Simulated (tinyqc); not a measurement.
Inside a calculation. Method: Hubbard chain of 2 sites. One step of it, computed by the program tinyqc.

Question. The many-body Hamiltonian. Basis: all placements (u, d, 2, 0 on each site), up operators ordered before down ones; hops carry the sign of the same-spin electrons passed.

one-body matrix (hopping and site energies) (eV):
```
,1,2
1,0.000000,-0.720000
2,-0.720000,0.000000
```

U = 11.000000 eV

electrons, up and down: 1  1

Give: H.

Answer.

H (eV), lower triangle:
```
,20,ud,du,02
20,11.0000
ud,-0.7200,0.0000
du,-0.7200,0.0000,0.0000
02,0.0000,-0.7200,-0.7200,11.0000
```
